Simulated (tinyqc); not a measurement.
Pump-down curve: gas flow in a process chamber: flow regimes, conductance, effective pumping speed, pump-down, outgassing and purge. Computed by tinyqc, a small Python program. Command: `OMP_NUM_THREADS=1 python tinyqc.py 3120978 3120979 out.jsonl pump walk`. One thread of a shared host (Intel(R) Xeon(R) Processor @ 2.30GHz), about 0.06 s of CPU time with the checks.

Ideal gas, isothermal flow, a pump of constant speed at the end of a round pipe; process gas, volume gas and outgassing are given the same properties. 1 sccm = 101325 Pa x 1e-6 m^3/60 s x T/273.15 K.

Inputs (values chosen for the exercise, modelled on hydrogen near room temperature):
```
quantity                     value            unit
molar mass M                 2.016           g/mol
molecular diameter            0.27              nm
viscosity eta                  8.9   micropascal s
temperature T                  300               K
chamber volume V               190               L
wall area                      2.8             m^2
pipe diameter d                 16              cm
pipe length l                   18              cm
pump speed S                   240             L/s
outgassing rate after 1 h  3.5e-07  Pa m^3/(s m^2)
outgassing exponent n            1               -
starting pressure p0           330              Pa
```

Constants: k_B = 1.380649e-23 J/K; u = 1.6605390666e-27 kg.

Method:
- Mean speed c = sqrt(8 k_B T/(pi m)); aperture conductance C_a = c pi d^2/16; molecular pipe C_m = C_a/(1 + 3 l/(4 d)) (Dushman form); viscous pipe C_v = pi d^4 p_mean/(128 eta l); Knudsen interpolation C = C_v + C_m (1 + x)/(1 + 1.24 x), x = d p_mean sqrt(m/(k_B T))/eta.
- Effective speed 1/S_eff = 1/S + 1/C_m; time constant V/S_eff; pressure at which the free path k_B T/(sqrt2 pi d_m^2 p) equals d.
- Pump-down: V dp/dt = -S_eff(p) p + q(t) A, with S_eff = S p_2/p, where p_2 solves C((p + p_2)/2) (p - p_2) = S p_2 at each moment, and q(t) = q_1 (1 h/(t + 10 s))^n; integrated adaptively. At long times p = q(t) A/S_eff.
- S_eff(p) is tabulated at 260 pressures and interpolated in ln p. Comparison columns: p0 exp(-t/time constant) with the molecular S_eff (0 below 1e-26 p0), and the outgassing limit.

time constant = 0.830930 s

S_eff in molecular flow = 228.660 L/s

Pressure against time:
```
t (s)       p (Pa)  S_eff (L/s)  volume gas only (Pa)  outgassing limit (Pa)
0.3     2.2592e+02       239.97            2.2999e+02             1.4980e-03
1       9.3329e+01       239.94            9.9050e+01             1.4026e-03
3       7.4844e+00       239.27            8.9234e+00             1.1869e-03
10      2.2702e-03       228.62            1.9584e-03             7.7145e-04
30      3.9411e-04       228.65            6.8974e-14             3.8573e-04
100     1.4134e-04       228.66                     0             1.4026e-04
300     4.9905e-05       228.66                     0             4.9771e-05
1000    1.5289e-05       228.66                     0             1.5276e-05
3600    4.2750e-06       228.66                     0             4.2740e-06
20000   7.7110e-07       228.66                     0             7.7107e-07
100000  1.5428e-07       228.66                     0             1.5428e-07
```

What follows from these numbers?

From t = 30 s on the pressure is within 20 % of the outgassing limit, which falls only as (t + 10 s)^-1: walls, not volume, set the time to base pressure.
